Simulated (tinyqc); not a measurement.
Field dependence: Hall effect and magnetoresistance of several carrier groups with constant relaxation times. Computed by tinyqc, a small Python program. Command: `OMP_NUM_THREADS=1 python tinyqc.py 3013387 3013388 out.jsonl hall2 walk`. One thread of a shared host (Intel(R) Xeon(R) Processor @ 2.30GHz), about 0.01 s of CPU time with the checks.

Group 1 has charge -e and group 2 charge +e; s_i is that sign. B lies along z; mu B is formed with mu in m^2/(V s).

Inputs (values chosen for the exercise, for a model conductor):

| quantity | value | unit |
|---|---|---|
| density n1 | 2.7e+15 | 1/cm^3 |
| mobility mu1 | 37000 | cm^2/(V s) |
| density n2 | 7.4e+14 | 1/cm^3 |
| mobility mu2 | 3000 | cm^2/(V s) |
| magnetic field B | 11 | T |

Carriers: electrons and holes. Densities: per volume.

Constants: e = 1.602176634e-19 C.

Method:
- Weak field: R_H(0) = sum s_i n_i mu_i^2/(e (sum n_i mu_i)^2); MR = c B^2 with c = n1 n2 mu1 mu2 (s1 mu1 - s2 mu2)^2/(n1 mu1 + n2 mu2)^2. Strong field: R_H = 1/(e sum s_i n_i); rho_xx saturates at (n1/mu1 + n2/mu2)/(e (sum s_i n_i)^2).
- sigma_xx = sum n_i e mu_i/(1 + mu_i^2 B^2); sigma_xy = sum s_i n_i e mu_i^2 B/(1 + mu_i^2 B^2).
- rho_xx = sigma_xx/(sigma_xx^2 + sigma_xy^2); Hall coefficient R_H = sigma_xy/(B (sigma_xx^2 + sigma_xy^2)), with B in V s/cm^2 (1 T = 1e-4 V s/cm^2); magnetoresistance MR = rho_xx(B)/rho_xx(0) - 1.

saturation MR = 749.688 %

Against the field:

| B (T) | mu1 B | rho_xx (ohm cm) | R_H (cm^3/C) | MR (%) |
|---|---|---|---|---|
| 0.014 | 5.1800e-02 | 0.06112 | -2208.3 | 6.6691e-03 |
| 0.041 | 1.5170e-01 | 0.06115 | -2208.3 | 5.7194e-02 |
| 0.11 | 4.0700e-01 | 0.06137 | -2208.8 | 4.1149e-01 |
| 0.27 | 9.9900e-01 | 0.06263 | -2211.5 | 2.4723e+00 |
| 0.68 | 2.5160e+00 | 0.07054 | -2228.3 | 1.5410e+01 |
| 1.6 | 5.9200e+00 | 0.10882 | -2309.9 | 7.8040e+01 |
| 4.1 | 1.5170e+01 | 0.25942 | -2630.7 | 3.2444e+02 |
| 11 | 4.0700e+01 | 0.44874 | -3034.1 | 6.3421e+02 |
| 32 | 1.1840e+02 | 0.50967 | -3163.9 | 7.3390e+02 |

What does the comparison show, and why?

MR starts as B^2.00 and ends as B^0.14; it saturates at 750 %. One group alone would show no magnetoresistance in this model. The rows with mu1 B well above 1 show the semiclassical limit; Landau quantisation is left out. Caution: mu B is well above 1, where Landau quantisation, left out here, shows at low temperature.
